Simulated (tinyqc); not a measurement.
## Inductance and parasitic capacitance from two readings

Question. A loss-free coil L in parallel with C shows the apparent inductance L/(1 - w^2 L C), w = 2 pi f. Find L, C and the self-resonance 1/(2 pi sqrt(L C)).

apparent inductance at 4.8 and 9.6 GHz (nH): 0.72175717  1.4218269

Answer. The inverse of the reading is 1/L - w^2 C, a straight line in w^2.

L = 0.6200 nH
C = 250.0 fF
self-resonance = 12.78 GHz

tinyqc, about 0.01 s, one thread, Intel Xeon 2.30GHz (shared host): `OMP_NUM_THREADS=1 python tinyqc.py 2302098 2302099 out.jsonl`
